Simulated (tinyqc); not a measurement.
Interlayer thickness: switching kinetics of a ferroelectric film and the memory window of a ferroelectric gate stack. Computed by tinyqc, a small Python program. Command: `OMP_NUM_THREADS=1 python tinyqc.py 3013002 3013003 out.jsonl feswitch walk`. One thread of a shared host (Intel(R) Xeon(R) Processor @ 2.30GHz), about 0.03 s of CPU time with the checks.

Fields in MV/cm; 1 microcoulomb/cm^2 over eps_0 is 11.29409 MV/cm. In the stack (metal, ferroelectric, interlayer, channel) the channel is taken as a conductor.

Inputs (values chosen for the exercise, for a model film):
```
quantity,value,unit
saturation polarisation P_s,16,microcoulomb/cm^2
ratio P_r/P_s,0.84,-
coercive field E_c,0.63,MV/cm
permittivity of the ferroelectric eps_F,27,-
thickness t_F,7.2,nm
permittivity of the interlayer eps_I,5.5,-
share s of P screened by trapped charge,0.54,-
pulse height V,6.8,V
breakdown field of the interlayer,12,MV/cm
```

Method. Series stack: V = E_F t_F + E_I t_I and eps_I E_I = eps_F E_F + (1 - s) P/eps_0. E_I is for P = +P_s at the pulse height, the depolarising field for P = +P_r at V = 0; V needed puts E_F = 1.5 E_c after switching.

Stack against t_I:
```
t_I (nm),E_F after (MV/cm),E_I (MV/cm),depolarising field / E_c,V needed (V)
0.3,7.3179,51.038,0.6971,1.2730
0.5,6.2606,45.847,1.0436,1.6680
0.8,5.0245,39.779,1.4488,2.2606
1.2,3.8090,33.812,1.8472,3.0507
1.6,2.9106,29.402,2.1417,3.8408
2.0,2.2196,26.010,2.3682,4.6309
3.0,1.0334,20.187,2.7570,6.6062
```

What follows from these numbers?

Each nanometre of interlayer costs 1.98 V, against 0.09 V for a nanometre of ferroelectric. The depolarising field grows from 0.70 to 2.76 E_c. At E_F = 1.5 E_c the interlayer carries (1.5 eps_F E_c + (1 - s) P_s/eps_0)/eps_I = 19.8 MV/cm whatever its thickness, above its breakdown field of 12 MV/cm, so the voltages in the last column could not be applied without breakdown. Caution: rows with E_I above the breakdown field of the interlayer cannot be reached without charge injection. Caution: where E_F after switching is below E_c the switching stalls before P_s, and where the depolarising field exceeds E_c the state switches back, so those rows describe states that are not held.
